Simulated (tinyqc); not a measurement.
# Ellipsometry and reflectance of a transparent film on an absorbing substrate: effect of the index of the transparent film

Air (index 1), film, substrate with N2 = n2 - i k2; time factor exp(+i w t). q_j = sqrt(N_j^2 - sin^2 th), root with positive real part. Fresnel coefficients r_s = (q_a - q_b)/(q_a + q_b), r_p = (N_b^2 q_a - N_a^2 q_b)/(N_b^2 q_a + N_a^2 q_b). tan(Psi) exp(i Delta) = R_p/R_s, Delta taken from 0 to 360 degrees.

beta = 2 pi d q1/lam, X = exp(-2 i beta), R = (r01 + r12 X)/(1 + r01 r12 X) for p and s. dDelta/dd is the derivative of Delta; period lam/(2 q1).

Values chosen for this exercise; indices close to those of silicon dioxide on silicon: wavelength lam = 546.1 nm; angle of incidence th = 70 degrees; film thickness d = 3.3 nm; index of the substrate n2 = 4.086; extinction coefficient of the substrate k2 = 0.031.

Results:

| n1 | Psi (degrees) | Delta (degrees) | \|R_p\|^2 | \|R_s\|^2 | dDelta/dd (degrees/nm) | period (nm) |
|---|---|---|---|---|---|---|
| 1.25 | 12.093 | 171.89 | 0.032505 | 0.70810 | -2.1270 | 331.25 |
| 1.45 | 12.150 | 169.05 | 0.032811 | 0.70791 | -2.9649 | 247.26 |
| 1.65 | 12.177 | 167.52 | 0.032953 | 0.70770 | -3.4154 | 201.32 |
| 1.85 | 12.178 | 166.80 | 0.032951 | 0.70749 | -3.6332 | 171.34 |
| 2.25 | 12.129 | 166.84 | 0.032656 | 0.70709 | -3.6431 | 133.56 |
| 2.45 | 12.088 | 167.36 | 0.032425 | 0.70691 | -3.4990 | 120.68 |
| 2.65 | 12.044 | 168.14 | 0.032173 | 0.70677 | -3.2763 | 110.20 |

Estimate the missing row, n1 = 2.05.

Computed row:

| n1 | Psi (degrees) | Delta (degrees) | \|R_p\|^2 | \|R_s\|^2 | dDelta/dd (degrees/nm) | period (nm) |
|---|---|---|---|---|---|---|
| 2.05 | 12.160 | 166.62 | 0.032841 | 0.70729 | -3.6954 | 149.87 |

With this row back in the table: Psi goes from 12.1 through a maximum of 12.2 (at n1 = 1.85 among the rows listed) to 12.0 degrees and |R_p|^2 goes from 0.0325 through a maximum of 0.0330 (at n1 = 1.65 among the rows listed) to 0.0322. The slope of Delta is largest in size, 3.70 degrees/nm, at n1 = 2.05 among the rows.

Numbers from tinyqc (`OMP_NUM_THREADS=1 python tinyqc.py 2870222 2870223 out.jsonl`; about 0.01 s on one thread of a shared Intel Xeon 2.30GHz).
